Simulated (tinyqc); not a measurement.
What moves the Fermi level: Fermi-Dirac statistics of conduction electrons.

Non-parabolic band E (1 + alpha E) = c k^2/m: n = Nc (2/sqrt(pi)) integral_0^infinity sqrt(x (1 + a x)) (1 + 2 a x) dx/(1 + exp(x - eta)) with a = alpha kT and eta = (EF - Ec)/kT; a = 0 gives n = Nc F_1/2(eta).

Constants: hbar^2/2m0 = 3.80998211 eV angstrom^2; kB = 8.617333262e-05 eV/K.

Values chosen for the exercise (near those of InSb, lowest valleys alone; not measured data):

| symbol | value | unit | meaning |
|---|---|---|---|
| m | 0.0134 | m0 | density-of-states mass of the conduction band |
| T | 305 | K |  |
| n | 1.7e+17 | 1/cm^3 | electron density |
| alpha | 5.66 | 1/eV | non-parabolicity |

N = 2 (m kB T/(4 pi c))^(3/2) with c = hbar^2/2m0, in 1/angstrom^3; times 1e24 for 1/cm^3.

One parameter was then changed.

Results before and after:

| case | parabolic EF - Ec (meV) | non-parabolic EF - Ec (meV) |
|---|---|---|
| base | 75.59 | 41.88 |
| changed | 85.46 | 48.23 |

Which of these changes was made? (a) T = 355 K; (b) n = 8.5e+16 1/cm^3; (c) m = 0.0121 m0; (d) alpha = 8.49 1/eV.

Answer: (c) m = 0.0121 m0. Of the candidates, run in turn, only this one gives the changed row.

All candidates:

| case | parabolic EF - Ec (meV) | non-parabolic EF - Ec (meV) |
|---|---|---|
| base | 75.59 | 41.88 |
| m = 0.0121 m0 | 85.46 | 48.23 |
| T = 355 K | 72.49 | 34.76 |
| n = 8.5e+16 1/cm^3 | 39.12 | 16.02 |
| alpha = 8.49 1/eV | 75.59 | 32.65 |

Program tinyqc; command `OMP_NUM_THREADS=1 python tinyqc.py 1650619 1650620 out.jsonl`; about 0.01 s on one thread of a shared Intel(R) Xeon(R) Processor @ 2.30GHz.
